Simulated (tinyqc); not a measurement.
Hall effect and magnetoresistance of several carrier groups with constant relaxation times: one step, computed by the program tinyqc. Command: `OMP_NUM_THREADS=1 python tinyqc.py 3025613 3025614 out.jsonl hall2 walk`. One thread of a shared host (Intel(R) Xeon(R) Processor @ 2.30GHz), about 0.01 s of CPU time with the checks.

Group 1 has charge +e and group 2 charge +e; s_i is that sign. B lies along z; mu B is formed with mu in m^2/(V s).

Question. Conductivity of each group. sigma_xx = sum n_i e mu_i/(1 + mu_i^2 B^2); sigma_xy = sum s_i n_i e mu_i^2 B/(1 + mu_i^2 B^2).

Inputs (values chosen for the exercise, for a model conductor):
```
quantity            value        unit
density n1        3.8e+16      1/cm^3
mobility mu1        73000  cm^2/(V s)
density n2        1.4e+18      1/cm^3
mobility mu2         3000  cm^2/(V s)
magnetic field B     0.64           T
```

Carriers: light and heavy holes. Densities: per volume.

Constants: e = 1.602176634e-19 C.

Give: Parts (S/cm); sigma_xx; sigma_xy; sigma at B = 0.

Answer.

Parts (S/cm):
```
group     mu B  sigma_xx  sigma_xy
group 1  4.672     19.47     90.96
group 2  0.192     649.0     124.6
```

sigma_xx = 668.5 S/cm

sigma_xy = 215.6 S/cm

sigma at B = 0 = 1117 S/cm
